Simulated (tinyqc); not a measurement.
RHF in the 6-31g basis, for H2, spin multiplicity 1, step by step. One step of it, computed by the program tinyqc.

Problem. Iteration 3: building the Fock matrix. J_ij = sum D_kl (ij|kl), K_ij = sum D_kl (ik|jl); F = H + J - 0.5 K; E = tr D H + tr D J / 2 - 0.25 tr D K + E_nn.

D after iteration 2, lower triangle:
```
,1H 1s,1H 2s,2H 1s,2H 2s
1H 1s,0.237508
1H 2s,0.180280,0.148644
2H 1s,0.237508,0.180280,0.237508
2H 2s,0.180280,0.148644,0.180280,0.148644
```

core Hamiltonian H = T + V (hartree), lower triangle:
```
,1H 1s,1H 2s,2H 1s,2H 2s
1H 1s,-0.877305
1H 2s,-0.877876,-0.899369
2H 1s,-0.652604,-0.697405,-0.877305
2H 2s,-0.697405,-0.804784,-0.877876,-0.899369
```

Two-electron integrals (ij|kl) in chemists' order, unique and non-zero (hartree):
```
i,j,k,l,(ij|kl)
1,1,1,1,1.076566
2,1,1,1,0.578470
2,1,2,1,0.329423
2,2,1,1,0.587396
2,2,2,1,0.361304
2,2,2,2,0.453150
3,1,1,1,0.312801
3,1,2,1,0.179724
3,1,2,2,0.198887
3,1,3,1,0.125486
3,2,1,1,0.300136
3,2,2,1,0.183969
3,2,2,2,0.226374
3,2,3,1,0.135994
3,2,3,2,0.166662
3,3,1,1,0.597486
3,3,2,1,0.374889
3,3,2,2,0.475190
3,3,3,1,0.312801
3,3,3,2,0.404811
3,3,3,3,1.076566
4,1,1,1,0.404811
4,1,2,1,0.231565
4,1,2,2,0.255782
4,1,3,1,0.135994
4,1,3,2,0.142553
4,1,3,3,0.300136
4,1,4,1,0.166662
4,2,1,1,0.451134
4,2,2,1,0.279445
4,2,2,2,0.356063
4,2,3,1,0.170690
4,2,3,2,0.205037
4,2,3,3,0.451134
4,2,4,1,0.205037
4,2,4,2,0.299486
4,3,1,1,0.374889
4,3,2,1,0.234328
4,3,2,2,0.299562
4,3,3,1,0.179724
4,3,3,2,0.231565
4,3,3,3,0.578470
4,3,4,1,0.183969
4,3,4,2,0.279445
4,3,4,3,0.329423
4,4,1,1,0.475190
4,4,2,1,0.299562
4,4,2,2,0.397656
4,4,3,1,0.198887
4,4,3,2,0.255782
4,4,3,3,0.587396
4,4,4,1,0.226374
4,4,4,2,0.356063
4,4,4,3,0.361304
4,4,4,4,0.453150
```

nuclear repulsion = 0.62402973 hartree

Give: Coulomb J; exchange K; Fock matrix F; total energy of this density.

Solution.

Coulomb J (hartree), lower triangle:
```
,1H 1s,1H 2s,2H 1s,2H 2s
1H 1s,1.4362
1H 2s,0.8462,0.9913
2H 1s,0.5457,0.6260,1.4362
2H 2s,0.6260,0.8396,0.8462,0.9913
```

exchange K (hartree), lower triangle:
```
,1H 1s,1H 2s,2H 1s,2H 2s
1H 1s,1.0450
1H 2s,0.8613,0.8095
2H 1s,0.7882,0.7912,1.0450
2H 2s,0.7912,0.7839,0.8613,0.8095
```

Fock matrix F (hartree), lower triangle:
```
,1H 1s,1H 2s,2H 1s,2H 2s
1H 1s,0.0363
1H 2s,-0.4623,-0.3128
2H 1s,-0.5010,-0.4670,0.0363
2H 2s,-0.4670,-0.3571,-0.4623,-0.3128
```

total energy of this density = -1.105651 hartree

This density is a damped mixture and is not idempotent.
